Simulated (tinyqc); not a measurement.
Resistivity of narrow wires: free and nearly free electrons in a metal.

The cubic cell holds 2 atoms: n = 2 z/a^3, kF = (3 pi^2 n)^(1/3), EF = c kF^2/m, vF = 2 c kF/(m hbar), c = hbar^2/2m0; rs = (3/(4 pi n))^(1/3)/a0; D(EF) = 3 n/(2 EF).

Square wire of width w with grain size w: rho/rho0 = 1/(1 - 3 al/2 + 3 al^2 - 3 al^3 ln(1 + 1/al)) + (3/4) (1 - p) l/w, with al = (l/w) Rg/(1 - Rg) (Mayadas-Shatzkes plus the thick-wire form of Fuchs-Sondheimer); l = hbar kF/(n e^2 rho), e = 1.602176634e-19 C.

Constants: hbar^2/2m0 = 3.80998211 eV angstrom^2; hbar = 6.58211957e-16 eV s; a0 (Bohr radius) = 0.5291772105 angstrom.

Parameters, chosen for this exercise (near those of Li; not measured data): a = 3.491 angstrom (bcc lattice constant); z = 1 (free electrons an atom); m = 1 m0 (mass); rho = 9.85 micro-ohm cm (bulk resistivity); p = 0 (specularity of the surfaces); Rg = 0.52 (reflection at grain boundaries).

Wires:
```
w (nm)     al  grain term (factor - 1)  surface term  rho (micro-ohm cm)
200     0.054                    0.079         0.037               10.99
100     0.107                    0.156         0.074               12.12
50      0.215                    0.307         0.149               14.34
20      0.537                    0.751         0.371               20.90
14      0.767                    1.063         0.531               25.54
10      1.073                    1.476         0.743               31.71
7       1.533                    2.094         1.061               40.93
```

Give the missing row, w (nm) = 30.

Computed row:
```
w (nm)     al  grain term (factor - 1)  surface term  rho (micro-ohm cm)
30      0.358                    0.506         0.248               17.27
```

l = 9.91 nm

At 7 nm the resistivity is 4.16 times the bulk value; grain boundaries add more (2.09 from grains, 1.06 from surfaces). It passes twice the bulk value between 30 and 20 nm. The surface formula is meant for w above l = 10 nm, so the rows below that are rough.

Program tinyqc; command `OMP_NUM_THREADS=1 python tinyqc.py 1681390 1681391 out.jsonl`; about 0.01 s on one thread of a shared Intel(R) Xeon(R) Processor @ 2.30GHz.
